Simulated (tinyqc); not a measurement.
Equilibrium and kinetic segregation of a solute to boundaries and growing surfaces: one step, computed by the program tinyqc. Command: `OMP_NUM_THREADS=1 python tinyqc.py 3022354 3022355 out.jsonl segreg walk`. One thread of a shared host (Intel(R) Xeon(R) Processor @ 2.30GHz), about 0.01 s of CPU time with the checks.

Problem. How fast the boundary fills. McLean kinetics from a uniform start, fed from both sides, with a constant enrichment beta = theta_inf/x0: (theta - x0)/(theta_inf - x0) = 1 - exp(s^2) erfc(s), s = 2 sqrt(D t)/(beta delta); half filling at s = 0.7691, t = (0.7691 beta delta/2)^2/D. D is an input and does not follow T.

Inputs (values chosen for the exercise, modelled on a solute in a copper line):
```
quantity                    value   unit
total solute fraction x0    0.012      -
temperature T                1325      K
boundary thickness delta     0.62     nm
bulk diffusivity D        4.5e-17  m^2/s
anneal time t                  30      s
```

coverage theta_inf = 0.4226333

Give: s; degree of filling; time to half filling; diffusion length sqrt(D t).

Solution.

s = 3.365

degree of filling = 0.8389

time to half filling = 1.567 s

diffusion length sqrt(D t) = 36.74 nm
